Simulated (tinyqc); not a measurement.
Junction field-effect transistor with two gates, gradual channel with velocity saturation: two steps of the calculation.

A uniformly doped n-type channel, depleted from both sides by p+ gates; at channel potential V the depleted share of a is u = sqrt((Vbi - Vg + V)/Vp), s at the source. Electrons drift with v = mu E/(1 + mu E/vsat). Abrupt depletion edge, no series resistance, source at 0.

Parameters, values chosen for the exercise; material values close to those of gallium arsenide:
- T = 400 K (temperature)
- eps_r = 13.1 (relative permittivity of the semiconductor)
- Nc = 6.82e17 cm^-3 (conduction-band density of states at T)
- Eg = 1.4 eV (band gap)
- Nv = 1.36e19 cm^-3 (valence-band density of states at T)
- Nd = 3.1e16 cm^-3 (donor density of the channel)
- a = 440 nm (half the channel thickness)
- mu = 5500 cm^2/(V s) (low-field mobility at this doping)
- vsat = 8.9e6 cm/s (saturation velocity)
- L = 10 um (gate length)
- W = 50 um (gate width)
- Na = 1.3e18 cm^-3 (acceptor density of the gates)
- Vg = -1.6 V (gate voltage)

Constants: q = 1.602176634e-19 C, kB = 1.380649e-23 J/K, Vt = kB T/q, eps0 = 8.8541878128e-14 F/cm where lengths are in cm. Results are converted to the units shown.

Question 1. Built-in and pinch-off voltages. ni = sqrt(Nc Nv) exp(-Eg/(2 Vt)), Eg in volts; Vbi = Vt ln(Na Nd/ni^2); Vp = q Nd a^2/(2 eps0 eps_r); G0 = 2 q mu Nd a W/L; Z = mu Vp/(vsat L); s = sqrt((Vbi - Vg)/Vp). VT = Vbi - Vp.

Wanted: Vbi; Vp; VT; G0; Z; s.

Answer 1.

Vbi = 1.2125 V
Vp = 4.1450 V
VT = -2.9325 V
G0 = 12.020 mS
Z = 2.5615
s = 0.82373

Z = 2.56: velocity saturation matters.

Question 2. Saturation voltage, current and transconductance. Vdsat = Vp (um^2 - s^2); Isat = (G0 Vp/Z)(1 - um), which is 2 q Nd vsat a W (1 - um); gm = G0 (um - s)/(1 + Z (um^2 - s^2)). For Z = 0: Vdsat = Vp (1 - s^2), Isat = (G0 Vp/3)(1 - 3 s^2 + 2 s^3), gm = G0 (1 - s).

um = 0.95917157
Vp = 4.1450275 V
G0 = 12.019529 mS
Z = 2.5615339
s = 0.82372998

Wanted: Vdsat; Isat; gm; Vdsat for Z = 0; Isat for Z = 0; gm for Z = 0.

Answer 2.

Vdsat = 1.001 V
Isat = 0.7941 mA
gm = 1.006 mS
Vdsat for Z = 0 = 1.332 V
Isat for Z = 0 = 1.366 mA
gm for Z = 0 = 2.119 mS

The current saturates with 4.08 % of the channel still open at the drain, at 0.581 of the constant-mobility current.

Program tinyqc, `OMP_NUM_THREADS=1 python tinyqc.py 2500153 2500154 out.jsonl`; Intel Xeon 2.30GHz, shared host, one thread, about 0.1 s.
